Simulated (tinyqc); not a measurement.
# Channel mobility from two channel lengths

Question. Two power MOSFETs differ only in channel length: R_on = R_rest + Lc (Wp + a)/(2 mch Cox Vov), Cox = 3.9 eps0/tox. Find mch and R_rest.

Values chosen for this exercise: gate oxide thickness (eps_r 3.9) tox = 68 nm; gate overdrive Vov = 7 V; width of the p body in one cell, channels included Wp = 2.8 um; gap between neighbouring p bodies a = 2.3 um.

Constants: eps0 = 8.8541878128e-14 F/cm where lengths are in cm. Results are converted to the units shown.

R_on at Lc = 0.35 and 0.86 um (mohm cm^2): 2.1461513  3.6705433

Solution. R_on is a straight line in Lc; its slope gives mch and its intercept the rest.

mch = 24.00 cm^2/(V s)
R_rest = 1.100 mohm cm^2

Numbers from tinyqc (`OMP_NUM_THREADS=1 python tinyqc.py 2230003 2230004 out.jsonl`; about 0.01 s on one thread of a shared Intel Xeon 2.30GHz).
